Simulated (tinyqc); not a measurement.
Tight binding, kagome lattice, step by step. One step of it, computed by the program tinyqc.

Problem. Levels at K. Diagonalise the Hermitian matrix.

H(k) at K (eV):
```
,A,B,C
A,0.000000,-0.795000+1.376980i,-0.795000-1.376980i
B,-0.795000-1.376980i,0.000000,-0.795000+1.376980i
C,-0.795000+1.376980i,-0.795000-1.376980i,0.000000
```

Give: eigenvalues.

Solution.

eigenvalues (eV): -1.590  -1.590  3.180
